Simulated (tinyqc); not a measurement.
Changing the pulse length t_p: switching kinetics of a ferroelectric film and the memory window of a ferroelectric gate stack. Computed by tinyqc, a small Python program. Command: `OMP_NUM_THREADS=1 python tinyqc.py 3027286 3027287 out.jsonl feswitch sweep`. One thread of a shared host (Intel(R) Xeon(R) Processor @ 2.30GHz), about 0.02 s of CPU time with the checks.

Fields in MV/cm; 1 microcoulomb/cm^2 over eps_0 is 11.29409 MV/cm. In the stack (metal, ferroelectric, interlayer, channel) the channel is taken as a conductor.

Inputs (values chosen for the exercise, for a model film):
```
quantity                                   value               unit
saturation polarisation P_s                   20  microcoulomb/cm^2
ratio P_r/P_s                               0.92                  -
coercive field E_c                           1.3              MV/cm
permittivity of the ferroelectric eps_F       28                  -
thickness t_F                                 19                 nm
permittivity of the interlayer eps_I         3.9                  -
interlayer thickness t_I                    0.82                 nm
share s of P screened by trapped charge      0.9                  -
pulse height V                               4.4                  V
time constant t_inf                      9.6e-10                  s
activation field E_a                          11              MV/cm
Merz exponent alpha                            1                  -
dimension n                                    2                  -
breakdown field of the interlayer             12              MV/cm
```

Kinetics: Kolmogorov-Avrami-Ishibashi (KAI).

Method. Series stack: V = E_F t_F + E_I t_I and eps_I E_I = eps_F E_F + (1 - s) P/eps_0. Before switching P = -P_r, after it P = +P_s; in retention V = 0 and P = +P_r. Merz's law: t1 = t_inf exp[(E_a/E)^alpha] at the mean of the fields before and after switching. KAI: switched share = 1 - exp[-(t/t1)^n].

One run for each value:
```
pulse length t_p (s)  switched share
1.00e-09                  4.0536e-06
1.00e-08                  4.0528e-04
1.00e-07                  3.9725e-02
1.00e-06                  9.8264e-01
1.00e-05                  1.0000e+00
1.00e-04                  1.0000e+00
1.00e-03                  1.0000e+00
1.00e-02                  1.0000e+00
1.00e-01                  1.0000e+00
1.00e+00                  1.0000e+00
```

Over the rows, switched share rises from 4.05e-6 to 1.00, flat over part of the range.

Caution (all rows): the interlayer field exceeds its breakdown field, so charge injection would change the fields.
